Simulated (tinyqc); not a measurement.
Worked calculation: type-II superlattice in the two-band Kane model. Values are carried at full precision from step to step, so a last printed digit may differ when a step is redone from the rounded ones.

Motion along the axis, period d = a + b, c = hbar^2/2m0. Conduction and light-hole bands couple: (E - Ec)(E - Ev) = Ep c k^2 in each layer, with mass m(E) = (E - Ev)/Ep, which may be negative. The conduction envelope psi and psi'/m(E) are continuous; a layer carries them by [[cos kt, (m/k) sin kt], [-(k/m) sin kt, cos kt]] (cosh and sinh for k^2 < 0), and cos(q d) = tr(M_B M_A)/2. C1 is the first miniband above EvB, with its bottom at tr/2 = +1 and its top at -1; the gap is the bottom of C1 less the top heavy-hole level HH1.

Constants: hbar^2/2m0 = 3.80998211 eV angstrom^2; hc = 1239.841984 eV nm.

Values chosen for the exercise (near those of an InAs/GaSb superlattice; not measured data): a = 44 angstrom (layer A); b = 53 angstrom (layer B); EcA = 0 eV (conduction edge of A); EvA = -0.419 eV (valence edge of A); EcB = 0.926 eV (conduction edge of B); EvB = 0.128 eV (valence edge of B); EpA = 14.2 eV (coupling energy in A); EpB = 17.7 eV (coupling energy in B); E = 0.209 eV (trial energy); mhA = 0.32 m0 (heavy hole in A); mhB = 0.27 m0 (heavy hole in B).

## Wave numbers and masses at one energy

Give k^2 and m(E) in both layers.

Layers:
```
layer  k^2 (1/angstrom^2)  m(E) (m0)
A               0.0024260    0.04423
B             -0.00086121    0.00458
```

In B the decay constant is 0.0293 1/angstrom; across the gap of B it peaks at mid-gap, at 0.0486, and vanishes at both edges.

## Transfer matrices

Form M_A, M_B and half the trace of their product.

M_A (angstrom units):
```
          1         2
1  -0.56167   0.74288
2  -0.92145  -0.56167
```

M_B (angstrom units):
```
        1        2
1  2.4739  0.35287
2  14.511   2.4739
```

tr/2 = 3.8378

E lies in a gap of the coupled bands.

## Edges and effective gap

Heavy holes are uncoupled: with e = EvB - E, p = sqrt(mhB e/c), w = sqrt(mhA (EvB - EvA - e)/c), the top level HH1 at q = 0 solves (p/mhB) tan(p b/2) = (w/mhA) tanh(w a/2).

C1 is the first miniband above EvB: bottom at tr/2 = +1, top at -1. The gap is its bottom less HH1; cut-off wavelength hc/gap.

bottom of C1 = 0.2585 eV
top of C1 = 0.2887 eV
HH1 = 0.0941 eV
gap = 0.1644 eV
cut-off = 7.54 micrometre

The bulk edges overlap by 128 meV; confinement lifts the electrons by 259 meV and lowers the holes by 34 meV, which opens the gap. It is 0.39 of the smaller bulk gap.

## Electron mass along the axis

m_z = -2 c f'/d^2 with f = tr/2 differentiated at the bottom of C1 (central difference of 1e-6 eV); compare the bulk edge mass (EcA - EvA)/EpA.

f' = -64.50 1/eV
m_z = 0.0522 m0
bulk edge mass of A = 0.0295 m0

## Checks

- Bottom of C1 from the two-band matrix on a staggered grid of 0.5 angstrom against the transfer matrix, eV: both 0.259.

tinyqc: `OMP_NUM_THREADS=1 python tinyqc.py 1280171 1280172 out.jsonl`; about 0.1 s, one thread, shared Intel(R) Xeon(R) Processor @ 2.30GHz.
